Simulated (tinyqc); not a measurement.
Bond unit of a tetrahedral oxide and its oxygen vacancy in tight binding: one step. Levels, weights and charge. Three cases, with inputs chosen for the exercise.

Question. Diagonalise; the four lowest levels are filled. The excess of electrons on oxygen is twice the oxygen weight of the filled levels less 6.

Case 1.

H (eV), rows h1, h2, s, px, py, pz and columns alike:
```
[[-9.317500, 0, -5.555292, 7.248861, 0, 2.710238],
 [0, -9.317500, -5.555292, -7.248861, 0, 2.710238],
 [-5.555292, -5.555292, -33.440000, 0, 0, 0],
 [7.248861, -7.248861, 0, -16.490000, 0, 0],
 [0, 0, 0, 0, -16.490000, 0],
 [2.710238, 2.710238, 0, 0, 0, -16.490000]]
```

Case 2.

H (eV), rows h1, h2, s, px, py, pz and columns alike:
```
[[-9.340000, 0, -5.486920, 7.205273, 0, 2.551521],
 [0, -9.340000, -5.486920, -7.205273, 0, 2.551521],
 [-5.486920, -5.486920, -33.710000, 0, 0, 0],
 [7.205273, -7.205273, 0, -16.580000, 0, 0],
 [0, 0, 0, 0, -16.580000, 0],
 [2.551521, 2.551521, 0, 0, 0, -16.580000]]
```

Case 3.

H (eV), rows h1, h2, s, px, py, pz and columns alike:
```
[[-9.447500, 0, -5.624951, 7.692022, 0, 1.495178],
 [0, -9.447500, -5.624951, -7.692022, 0, 1.495178],
 [-5.624951, -5.624951, -33.400000, 0, 0, 0],
 [7.692022, -7.692022, 0, -16.500000, 0, 0],
 [0, 0, 0, 0, -16.500000, 0],
 [1.495178, 1.495178, 0, 0, 0, -16.500000]]
```

Give: levels; weights; highest filled to lowest empty; excess electrons on oxygen.

Answer.

Case 1.

levels (eV): [-35.8361, -23.7644, -17.6857, -16.4900, -5.7256, -2.0431]

weights, rows h1, h2, s, px, py, pz; columns level 1, level 2, level 3, level 4, level 5, level 6:
```
[[0.042, 0.167, 0.043, 0.000, 0.414, 0.333],
 [0.042, 0.167, 0.043, 0.000, 0.414, 0.333],
 [0.912, 0.000, 0.022, 0.000, 0.067, 0.000],
 [0.000, 0.665, 0.000, 0.000, 0.000, 0.335],
 [0.000, 0.000, 0.000, 1.000, 0.000, 0.000],
 [0.003, 0.000, 0.892, 0.000, 0.105, 0.000]]
```

highest filled to lowest empty = 10.7644 eV
excess electrons on oxygen = 0.987

The highest filled level is the py orbital of oxygen (100 %) and the lowest empty one is 83 % cation hybrid, even under exchange of the two cations. The spacing is that of an isolated unit and exceeds the gap of the solid.

Case 2.

levels (eV): [-36.0245, -23.7737, -17.6587, -16.5800, -5.9467, -2.1463]

weights, rows h1, h2, s, px, py, pz; columns level 1, level 2, level 3, level 4, level 5, level 6:
```
[[0.041, 0.166, 0.040, 0.000, 0.419, 0.334],
 [0.041, 0.166, 0.040, 0.000, 0.419, 0.334],
 [0.916, 0.000, 0.019, 0.000, 0.065, 0.000],
 [0.000, 0.667, 0.000, 0.000, 0.000, 0.333],
 [0.000, 0.000, 0.000, 1.000, 0.000, 0.000],
 [0.003, 0.000, 0.901, 0.000, 0.097, 0.000]]
```

highest filled to lowest empty = 10.6333 eV
excess electrons on oxygen = 1.011

The highest filled level is the py orbital of oxygen (100 %) and the lowest empty one is 84 % cation hybrid, even under exchange of the two cations. The spacing is that of an isolated unit and exceeds the gap of the solid.

Case 3.

levels (eV): [-35.8207, -24.4092, -16.8963, -16.5000, -6.6306, -1.5383]

weights, rows h1, h2, s, px, py, pz; columns level 1, level 2, level 3, level 4, level 5, level 6:
```
[[0.042, 0.173, 0.017, 0.000, 0.441, 0.327],
 [0.042, 0.173, 0.017, 0.000, 0.441, 0.327],
 [0.914, 0.000, 0.008, 0.000, 0.078, 0.000],
 [0.000, 0.654, 0.000, 0.000, 0.000, 0.346],
 [0.000, 0.000, 0.000, 1.000, 0.000, 0.000],
 [0.001, 0.000, 0.959, 0.000, 0.040, 0.000]]
```

highest filled to lowest empty = 9.8694 eV
excess electrons on oxygen = 1.072

The highest filled level is the py orbital of oxygen (100 %) and the lowest empty one is 88 % cation hybrid, even under exchange of the two cations. The spacing is that of an isolated unit and exceeds the gap of the solid.

Computed by tinyqc, one run a case: `OMP_NUM_THREADS=1 python tinyqc.py N N+1 out.jsonl` with N = 1480434, 1481371, 1481628; one thread of a shared Intel(R) Xeon(R) Processor @ 2.30GHz, about 0.01 s a run at most.
